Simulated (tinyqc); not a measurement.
Plane-wave Kohn-Sham cycle with exchange-only LDA in a layered model solid, step by step. Computed by tinyqc, a small Python program that keeps every step. Settings: points = 16, plane-wave index or count = 2, electrons = 4, k points = 3, area = 14.0, mixing = 1.0, iteration cap = 66, Kerker q0 = 0.51. Command: `OMP_NUM_THREADS=1 python tinyqc.py 31627 31628 out.jsonl` (the two numbers bound the seeds that draw the settings). One thread of a shared host (Intel(R) Xeon(R) Processor @ 2.60GHz), about 0.01 s of CPU time with the checks. Later iterations appear only in the table of the cycle.

## Iteration 1: potential

A solid whose potential varies along x alone (atomic units):
```
parameter                      value
period a                    5.700000
cross-section of the cell  14.000000
electrons per cell                 4
grid points                       16
plane waves -n..n, n               2
k points                           3
V1 in V1 cos(2 pi x/a)     -0.760000
V2 in V2 cos(4 pi x/a)     -0.180000
```

density at the start, on the grid x_j = j a/N (e/bohr^3): 0.05012531  0.05012531  0.05012531  0.05012531  0.05012531  0.05012531  0.05012531  0.05012531  0.05012531  0.05012531  0.05012531  0.05012531  0.05012531  0.05012531  0.05012531  0.05012531

V_H(G) = 4 pi rho(G)/G^2 for G != 0 (uniform background); v_x = -(3 rho/pi)^(1/3); V = V_ext + V_H + v_x; Fourier components f(G_m) = (1/N) sum_j f(x_j) exp(-i G_m x_j).

Potentials on the grid (hartree):
```
x             V_ext       V_H        v_x          V
0.000000  -0.940000  0.000000  -0.363086  -1.303086
0.356250  -0.829428  0.000000  -0.363086  -1.192514
0.712500  -0.537401  0.000000  -0.363086  -0.900487
1.068750  -0.163560  0.000000  -0.363086  -0.526646
1.425000   0.180000  0.000000  -0.363086  -0.183086
1.781250   0.418119  0.000000  -0.363086   0.055033
2.137500   0.537401  0.000000  -0.363086   0.174315
2.493750   0.574869  0.000000  -0.363086   0.211783
2.850000   0.580000  0.000000  -0.363086   0.216914
3.206250   0.574869  0.000000  -0.363086   0.211783
3.562500   0.537401  0.000000  -0.363086   0.174315
3.918750   0.418119  0.000000  -0.363086   0.055033
4.275000   0.180000  0.000000  -0.363086  -0.183086
4.631250  -0.163560  0.000000  -0.363086  -0.526646
4.987500  -0.537401  0.000000  -0.363086  -0.900487
5.343750  -0.829428  0.000000  -0.363086  -1.192514
```

V(G_m), m = 0, 1, 2, ... (hartree): -0.363086  -0.380000  -0.090000  0.000000  0.000000

## Iteration 1: Hamiltonian at one k

k = 0.000000 2 pi / a

H(m,m') = (k + G_m)^2/2 delta + V(G_m - G_m'), with V(-G) = V(G).

H (hartree):
```
           -2         -1         +0         +1         +2
-2   2.067103  -0.380000  -0.090000   0.000000   0.000000
-1  -0.380000   0.244461  -0.380000  -0.090000   0.000000
+0  -0.090000  -0.380000  -0.363086  -0.380000  -0.090000
+1   0.000000  -0.090000  -0.380000   0.244461  -0.380000
+2   0.000000   0.000000  -0.090000  -0.380000   2.067103
```

## Iteration 1: levels at that k

Diagonalise the Hermitian matrix.

eigenvalues (hartree): -0.735702  0.254784  0.454101  2.140079  2.146780

## Iteration 1: new density

Motion across x is left out: the lowest 2 band(s) hold two electrons at each of the k points (j + 1/2)/nk - 1/2. Residual R = rho(out) - rho(in); rho(new) = rho(in) + 1 R, with R(G) scaled by G^2/(G^2 + 0.51^2) (Kerker). rho(out) = 2/(a A nk) sum |psi|^2 with psi = sum c exp(i G x). Harris energy E = band energy - dV sum rho (V_H/2 + v_x) + (3/4) dV sum rho v_x with rho(in), dV = a A/N, band energy = (2/nk) sum of the filled levels.

rho(out) (e/bohr^3): 0.07886693  0.07946974  0.07789617  0.06886532  0.05275461  0.03563954  0.02311227  0.01652665  0.01460948  0.01652665  0.02311227  0.03563954  0.05275461  0.06886532  0.07789617  0.07946974

density after iteration 1 (e/bohr^3): 0.07285404  0.07383526  0.07341926  0.06629555  0.05260681  0.03799322  0.02757918  0.02237722  0.02093798  0.02237722  0.02757918  0.03799322  0.05260681  0.06629555  0.07341926  0.07383526

energy per cell = -0.79327228 hartree

## Iteration 2: potential

As before.

Potentials on the grid (hartree):
```
x             V_ext        V_H        v_x          V
0.000000  -0.940000   0.290504  -0.411284  -1.060780
0.356250  -0.829428   0.272222  -0.413122  -0.970328
0.712500  -0.537401   0.216296  -0.412345  -0.733450
1.068750  -0.163560   0.124155  -0.398552  -0.437957
1.425000   0.180000   0.007141  -0.368981  -0.181840
1.781250   0.418119  -0.113715  -0.331049  -0.026645
2.137500   0.537401  -0.215813  -0.297521   0.024068
2.493750   0.574869  -0.282662  -0.277498   0.014709
2.850000   0.580000  -0.305753  -0.271416   0.002831
3.206250   0.574869  -0.282662  -0.277498   0.014709
3.562500   0.537401  -0.215813  -0.297521   0.024068
3.918750   0.418119  -0.113715  -0.331049  -0.026645
4.275000   0.180000   0.007141  -0.368981  -0.181840
4.631250  -0.163560   0.124155  -0.398552  -0.437957
4.987500  -0.537401   0.216296  -0.412345  -0.733450
5.343750  -0.829428   0.272222  -0.413122  -0.970328
```

V(G_m), m = 0, 1, 2, ... (hartree): -0.355052  -0.266864  -0.086792  0.000861  -0.000179

## Iteration 2: Hamiltonian at one k

k = 0.000000 2 pi / a

As before.

H (hartree):
```
           -2         -1         +0         +1         +2
-2   2.075137  -0.266864  -0.086792   0.000861  -0.000179
-1  -0.266864   0.252495  -0.266864  -0.086792   0.000861
+0  -0.086792  -0.266864  -0.355052  -0.266864  -0.086792
+1   0.000861  -0.086792  -0.266864   0.252495  -0.266864
+2  -0.000179   0.000861  -0.086792  -0.266864   2.075137
```

## Iteration 2: levels at that k

As before.

eigenvalues (hartree): -0.573823  0.298937  0.346029  2.113403  2.115665

## Iteration 2: new density

As before.

rho(out) (e/bohr^3): 0.07332455  0.07296211  0.07038932  0.06327659  0.05193907  0.03969629  0.03008366  0.02456625  0.02285387  0.02456625  0.03008366  0.03969629  0.05193907  0.06327659  0.07038932  0.07296211

density after iteration 2 (e/bohr^3): 0.07364546  0.07329211  0.07070799  0.06350066  0.05198286  0.03953907  0.02977192  0.02416941  0.02243149  0.02416941  0.02977192  0.03953907  0.05198286  0.06350066  0.07070799  0.07329211

energy per cell = -0.64176157 hartree

## Convergence

Stop when sqrt(dV sum R^2) is below 1e-8, dV = a A/N.

Course of the cycle:
```
iteration  E (hartree)  norm of the residual
1          -0.79327228              2.26e-01
2          -0.64176157              1.88e-02
3          -0.64120522              9.31e-04
4          -0.64120288              6.99e-05
5          -0.64120287              4.29e-06
6          -0.64120287              2.93e-07
7          -0.64120287              1.89e-08
8          -0.64120287              1.26e-09
```

Converged in 8 iterations. Before convergence this energy mixes input and output and is not variational, so it may rise towards its limit.
